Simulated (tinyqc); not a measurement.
Inside a calculation: strained quantum well: band edges, subbands and transparency. Values are carried at full precision from step to step, so a last printed digit may differ when a step is redone from the rounded ones.

Growth on (001), barriers unstrained: tr(e) = e (2 - nu2), Z = b e (1 + nu2); Ec = Ev + Eg + ac tr(e), E_HH = Ev + av tr(e) + Z, E_LH = Ev + av tr(e) - Z (coupling to the split-off band left out).

Constants: hbar^2/2m0 = 3.80998211 eV angstrom^2; hc = 1239.841984 eV nm; kB = 8.617333262e-05 eV/K.

Inputs chosen for the exercise (near those of an InGaAs/AlGaAs well; not measured data): e = -0.0148 (strain in the plane); nu2 = 0.952 (2 C12/C11); Eg = 1.116 eV (unstrained gap of the well); Ev = -0.756 eV (its valence edge); ac = -6.73 eV; av = 1.13 eV (Ev moves by av tr(e)); b = -1.96 eV (shear potential); Egb = 1.67 eV (gap of the barrier); Evb = -0.905 eV (its valence edge); L = 42 angstrom (well width); me = 0.0569 m0 (electron mass); g1 = 9.71 (gamma1); g2 = 3.41 (gamma2); meb = 0.084 m0; g1b = 6.3; g2b = 1.8; T = 350 K (temperature); Br = 2.4 x 1e-4 cm^2/s (two-dimensional radiative coefficient).

## Strained band edges and offsets

Give tr(e), Z, the edges Ec, E_HH, E_LH and the well depths against the barrier.

tr(e) = -0.01551
Z = 0.0566 eV

Ec, E_HH, E_LH (eV): 0.4644  -0.7169  -0.8302

depths for e, HH, LH (eV): 0.3006  0.1881  0.0748

The well is under compression, which puts HH on top, by 113 meV; the gap becomes 1.1813 eV, +65 meV from the unstrained one.

## Subband edges

Masses along z: me, 1/(g1 - 2 g2) for HH, 1/(g1 + 2 g2) for LH, likewise in the barrier; in the plane me, 1/(g1 + g2) for HH and 1/(g1 - g2) for LH (no mixing, which understates the hole masses away from k = 0). Level n solves k L + 2 atan[(k/m)/(kappa/mb)] = n pi, k = sqrt(m E/c), kappa = sqrt(mb (V - E)/c), c = hbar^2/2m0.

Up to three electron, four HH and two LH levels, on the common energy scale, with their masses in the plane.

Subbands:
```
level   E (eV)  m in the plane
e1      0.5709          0.0569
hh1    -0.7489          0.0762
hh2    -0.8374          0.0762
lh1    -0.8752          0.1587
```

lowest transition = 1.3199 eV
wavelength hc/E = 939.4 nm

The top hole level is hh1, so the edge is mainly TE polarised; hh2 lies 89 meV lower.

## Transparency density

Transparency (Bernard-Duraffourg): Fc - Fv equals the lowest transition energy with n = p, n = sum m/(2 pi c) kB T ln(1 + exp((Fc - E)/kB T)) and p likewise over the listed subbands; c = hbar^2/2m0, 1/angstrom^2 = 1e16/cm^2.

Solve for u = (Fc - e1)/kB T; give n_tr, the share of holes in the top subband and the current e Br n_tr^2 (e = 1.602177e-19 C).

u = 0.277
n_tr = 0.603 x 1e12/cm^2
share = 0.899
current density = 14.0 A/cm^2

For mirror-image bands u = 0 and n_tr = me kB T ln2/(2 pi c) = 0.497 x 1e12/cm^2; the heavier or more numerous hole states raise it by a factor 1.21.

## Checks

- Transparency for equal single subbands against m kB T ln2/(2 pi c): both 0.3743.

Computed by tinyqc, a small Python program: `OMP_NUM_THREADS=1 python tinyqc.py 1250025 1250026 out.jsonl` (the numbers bound the seed that draws the inputs); one thread of a shared host (Intel(R) Xeon(R) Processor @ 2.30GHz), about 0.01 s for the whole set of steps.
